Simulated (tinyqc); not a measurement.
All together: low-temperature mobility of a two-dimensional electron gas with static screening. Computed by tinyqc, a small Python program. Command: `OMP_NUM_THREADS=1 python tinyqc.py 3023211 3023212 out.jsonl twodeg walk`. One thread of a shared host (Intel(R) Xeon(R) Processor @ 2.30GHz), about 0.02 s of CPU time with the checks.

One subband is filled, the gas is degenerate and scatters at the Fermi circle; one permittivity serves on both sides of the interface. All formulas are in SI units, masses times m_0. Piezoelectric and polar phonons are left out, and n_s is taken as set by a gate, independent of N_i.

Inputs (values chosen for the exercise, modelled on a silicon inversion layer):
```
quantity                                        value    unit
in-plane mass m                                 0.188     m_0
mass across the layer m_z                       0.937     m_0
permittivity eps                                 11.6       -
valley degeneracy g_v                               2       -
sheet density n_s                             6.6e+12  1/cm^2
depletion charge N_d                          2.3e+11  1/cm^2
roughness height Delta                           0.37      nm
correlation length Lambda                         1.2      nm
remote charge density N_i                     7.7e+10  1/cm^2
distance d of the charges from the interface     0.53      nm
density rho                                      2329  kg/m^3
sound velocity v_l                               8870     m/s
deformation potential D_A                          11      eV
temperature T                                      77       K
```

Wave function: Fang-Howard. Roughness spectrum: exponential.

Constants: m_0 = 9.1093837015e-31 kg; e = 1.602176634e-19 C; eps_0 = 8.8541878128e-12 F/m; hbar = 1.054571817e-34 J s; k_B = 1.380649e-23 J/K.

Method:
- k_F = sqrt(2 pi n_s/g_v); E_F = hbar^2 k_F^2/(2 m); q_TF = g_v m e^2/(2 pi eps eps_0 hbar^2); Fang-Howard parameter b = [12 m_z e^2 (N_d + 11 n_s/32)/(eps eps_0 hbar^2)]^(1/3), mean depth 3/b; effective field F = e (N_d + n_s/2)/(eps eps_0).
- Form factors with u = q/b: screening G(q) = [1 + 9u/8 + 3u^2/8]/(1 + u)^3, remote charge P(q) = exp(-q d)/(1 + u)^3. Dielectric function eps(q) = 1 + q_TF G(q)/q, with q = 2 k_F sin(theta/2).
- Roughness: <|U|^2> = (e F)^2 S(q), S = pi Delta^2 Lambda^2/(1 + q^2 Lambda^2/2)^(3/2).
- 1/tau_t = (m/(pi hbar^3)) int_0^pi (1 - cos theta) <|U|^2>/eps(q)^2 dtheta; the quantum rate 1/tau_q drops the factor (1 - cos theta); 200 Gauss-Legendre points in s with theta = pi s^2, s from 0 to 1; mu = e tau_t/m.
- Remote charges: <|U|^2> = N_i [e^2 P(q)/(2 eps eps_0 q)]^2.
- Unscreened deformation potential in equipartition: 1/tau = m D_A^2 k_B T I/(rho v_l^2 hbar^3), I = int |psi|^4 dz = 3 b/16 for the Fang-Howard function (used for both wave-function options); mu = e tau/m. Bloch-Grueneisen temperature T_BG = 2 hbar v_l k_F/k_B.
- At the Fermi circle the rates add, so 1/mu is the sum; sheet resistance 1/(n_s e mu); mean free path hbar k_F mu/e; the quantum time adds the rates 1/tau_q, with the isotropic acoustic rate e/(m mu).

roughness mobility = 8065.36 cm^2/(V s)

remote-charge mobility = 153993 cm^2/(V s)

acoustic mobility = 10583.2 cm^2/(V s)

k_F = 0.455352 1/nm

tau_q, roughness = 1.15467 ps

tau_q, charges = 4.72487 ps

Mobilities:
```
process           mu (cm^2/(V s))  share of 1/mu (%)
roughness                  8065.4             55.113
remote charges         1.5399e+05             2.8865
acoustic phonons            10583             42.001
```

mobility mu = 4445.0 cm^2/(V s)

sheet resistance = 212.75 ohm

mean free path = 133.23 nm

Dingle ratio tau_t/tau_q = 0.93205

The largest single share of 1/mu (55 %) belongs to roughness: the field presses the gas against the interface, and the rate goes as F^2. The Dingle ratio of 0.932 marks mostly large-angle scattering. Caution: T is not well above T_BG, where phonon scattering freezes out faster than equipartition says; the acoustic mobility is a lower bound.

Extremes, crossings and ranges named in words are read from the listed rows.
